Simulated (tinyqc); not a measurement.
A longer run and its error bar: q-state Potts model on a small periodic square lattice: enumeration, Metropolis, heat-bath and Wolff steps. Computed by tinyqc, a small Python program. Command: `OMP_NUM_THREADS=1 python tinyqc.py 3113272 3113273 out.jsonl potts walk`. One thread of a shared host (Intel(R) Xeon(R) Processor @ 2.30GHz), about 0.07 s of CPU time with the checks.

E = -J x (number of nearest-neighbour bonds with equal states); n x n sites with periodic edges have 2 n^2 bonds. Order parameter m = (q f - 1)/(q - 1), f being the largest share of one state. Sites are numbered row by row from 0. Here q = 2 and n = 4.

Inputs (values chosen for the exercise, for a model of domains or grain orientations):
```
quantity             value  unit
number of states q       2     -
edge n                   4     -
coupling J              41   meV
temperature T          451     K
seed                591537     -
```

Update: Metropolis.

Constants: k_B = 8.617333262e-05 eV/K.

Method:
- K = J/(k_B T); the infinite square lattice orders at K_c = ln(1 + sqrt(q)); Wolff bond probability p = 1 - exp(-K).
- All q^(n^2) states are counted by their number b of equal bonds; weights g(b) exp(K b), K = J/(k_B T). Per site: u = -J <b>/n^2, c/k_B = K^2 (<b^2> - <b>^2)/n^2.
- ln Z = ln sum g(b) exp(K b); entropy per site s/k_B = (ln Z - K <b>)/n^2.
- After 400 updates are discarded, b is recorded for 4000 sweeps of n^2 steps of the update named (random numbers not printed, so these rows are one sample). Records are averaged in blocks; the error is the scatter of block means over sqrt(number of blocks), and the last column its square over that for single records.

start states:
```
   1  2  3  4
1  0  0  0  1
2  0  1  0  0
3  1  0  0  1
4  0  0  0  1
```

K = 1.05496

<b> = 30.5096

Blocking:
```
block length  mean b     error  variance ratio
1             30.476  0.043581          1.0000
4             30.476  0.067078          2.3690
16            30.476  0.091142          4.3736
40            30.476  0.090583          4.3201
100           30.476  0.096389          4.8917
```

The run gives 30.476 +/- 0.091 (blocks of 40) against the exact 30.510, a difference of 0.4 error bars. Single records understate the error by a factor of about 2.1, because successive records are correlated.

Extremes, crossings and ranges named in words are read from the listed rows.
